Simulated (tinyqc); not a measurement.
Inside a calculation. Model: crystallisation kinetics and data retention of a phase-change cell.

Computed by the program tinyqc: `OMP_NUM_THREADS=1 python tinyqc.py 2490045 2490046 out.jsonl`, one thread of a shared Intel Xeon 2.30GHz, about 0.01 s for the whole run. Printed values are rounded.

Johnson-Mehl-Avrami-Kolmogorov law X = 1 - exp(-y^n), y = integral of k dt, k = (1/100 s) exp[-(Ec q/kB)(1/T - 1/T1)].

Inputs (values chosen for the exercise); values of the order of Ge-Sb-Te and related chalcogenides: activation energy of crystallisation Ec = 1.94 eV; temperature at which the rate k is 1/(100 s) T1 = 430 K; Avrami exponent n = 1.5; crystalline share at which the state is lost Xf = 0.5; storage temperature T = 316 K; heating rate b = 2 K/min; start of the ramp table Ta = 387 K; step of the table dT = 5 K; steps m = 10.

Constants: q = 1.602176634e-19 C, kB = 1.380649e-23 J/K. Results are converted to the units shown.

Range of the model: One Arrhenius rate is assumed; incubation, growth from the boundary and the non-Arrhenius kinetics of the supercooled liquid are left out.

## Retention

At fixed T the state fails at t = (-ln(1 - Xf))^(1/n)/k; ten years are 3.15576e8 s.

k = 6.268932e-11 1/s
y at failure = 0.7832198
time to fail = 1.249367e10 s
the same in years = 395.9006
temperature for ten years = 333.2048 K

The cell meets ten years at 316 K.

## A heating ramp

T rises at the rate b. Start with y = k (kB Ta^2/(q Ec))/b, the integral from cold to Ta to leading order; over each step k is taken as exponential in T, so y gains (dT/b)(k2 - k1)/ln(k2/k1). dX/dt = n y^(n - 1) k exp(-y^n), listed as 0 once y^n exceeds 23.

T, point 0 to 10 (K): [387, 392, 397, 402, 407, 412, 417, 422, 427, 432, 437]
k, point 0 to 10 (1/s): [2.975771e-5, 6.249489e-5, 1.288168e-4, 2.607872e-4, 5.188884e-4, 0.001015335, 0.001955032, 0.003706426, 0.006922310, 0.01274285, 0.02313225]
y, point 0 to 10: [0.005939008, 0.01255707, 0.02631097, 0.05437730, 0.1106507, 0.2215827, 0.4367188, 0.8474190, 1.619625, 3.050387, 5.664041]
X, point 0 to 10: [4.575847e-4, 0.001406134, 0.004258718, 0.01260015, 0.03613791, 0.09904923, 0.2506913, 0.5416373, 0.8726998, 0.9951443, 0.9999986]
dX/dt, point 0 to 10 (1/s): [3.438341e-6, 1.048984e-5, 3.120892e-5, 9.006985e-5, 2.495498e-4, 6.459067e-4, 0.001452134, 0.002345875, 0.001682204, 1.621002e-4, 1.155014e-7]

Among the points the rate is largest at 422 K, where X = 0.542; the exact peak lies at 423.1 K.
